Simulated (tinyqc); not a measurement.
Trap in a gate oxide as a short-range spherical well: one step. The bound level. Two cases, with inputs chosen for the exercise.

Problem. Solve for Et; the share outside is [sin^2(kR)/(2 kappa)]/[sin^2(kR)/(2 kappa) + R/2 - sin(2kR)/(4k)].

A spherical well of radius R and depth V0 below the conduction edge, one mass m, c = hbar^2/2m0. The s level at binding Et solves k cot(k R) = -kappa with k = sqrt(m (V0 - Et)/c), kappa = sqrt(m Et/c); it exists for V0 > Vc = c (pi/2R)^2/m. Outside, psi falls as exp(-kappa r)/r.

Constants: hbar^2/2m0 = 3.80998211 eV angstrom^2.

Give: Et; k; kappa; share outside; Vc.

Case 1.

Values chosen (out of a larger set: near those of HfO2 on Si; not measured data):
- R = 5 angstrom (radius of the well)
- V0 = 4.66 eV (depth of the well)
- m = 0.212 m0 (mass)

Solution.

Et = 1.3619 eV
k = 0.4284 1/angstrom
kappa = 0.2753 1/angstrom
share outside = 0.298
Vc = 1.774 eV

The well is 2.63 times the critical depth. Since dEt/dV0 equals the share inside, 0.70, a 1 % change of V0 moves Et by 2.4 %. The decay length is 3.6 angstrom, 0.7 times R.

Case 2.

Values chosen (out of a larger set: near those of SiO2 on 4H SiC; not measured data):
- R = 3.8 angstrom (radius of the well)
- V0 = 4.83 eV (depth of the well)
- m = 0.458 m0 (mass)

Solution.

Et = 1.9108 eV
k = 0.5924 1/angstrom
kappa = 0.4793 1/angstrom
share outside = 0.214
Vc = 1.421 eV

The well is 3.40 times the critical depth. Since dEt/dV0 equals the share inside, 0.79, a 1 % change of V0 moves Et by 2.0 %. The decay length is 2.1 angstrom, 0.5 times R.

Computed by tinyqc, one run a case: `OMP_NUM_THREADS=1 python tinyqc.py N N+1 out.jsonl` with N = 1280248, 1280262; one thread of a shared Intel(R) Xeon(R) Processor @ 2.30GHz, about 0.01 s a run at most.
